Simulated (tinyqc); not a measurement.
Resistance of a circular point contact between the ballistic and the diffusive limit: effect of the radius.

Two half-spaces of a free-electron metal (one valley, spin 2) meet through a circular opening of radius a in an insulating sheet.

kF = (3 pi^2 n)^(1/3), resistivity rho = hbar kF/(n q^2 l). Maxwell: RM = rho/(2 a); Sharvin: RS = 4 rho l/(3 pi a^2); interpolation R = RS + gamma RM, gamma = (1 + 0.83 K)/(1 + 1.33 K), K = l/a.

Values chosen for this exercise:
- n = 8e20 cm^-3 (free-electron density)
- l = 13 nm (mean free path)

Constants: q = 1.602176634e-19 C, hbar = 1.054571817e-34 J s. Results are converted to the units shown.

Effect of the radius:
```
a (nm)  K = l/a  RM (ohm)  RS (ohm)  R (ohm)
2.2       5.909     257.8      1293     1465
4.1       3.171     138.3     372.4    468.7
7.7       1.688     73.67     105.6    160.1
14       0.9286     40.52     31.94    64.04
27       0.4815     21.01     8.586    26.51
50       0.2600     11.34     2.504    12.75
92       0.1413     6.166    0.7395    6.538
170     0.07647     3.337    0.2166    3.437
320     0.04063     1.773   0.06113    1.800
```

What does the comparison show?

R falls from 1470 to 1.80 ohm, as a^(-1.83) between the first two rows and a^(-1.02) between the last two (Sharvin -2, Maxwell -1). RM equals RS at a = 8 l/(3 pi) = 11.0 nm. In 1 of the 9 rows kF a is below 10, where the smooth Sharvin count is off by about 2/(kF a), a fifth or more.

tinyqc, about 0.01 s, one thread, Intel Xeon 2.30GHz (shared host): `OMP_NUM_THREADS=1 python tinyqc.py 2760035 2760036 out.jsonl`
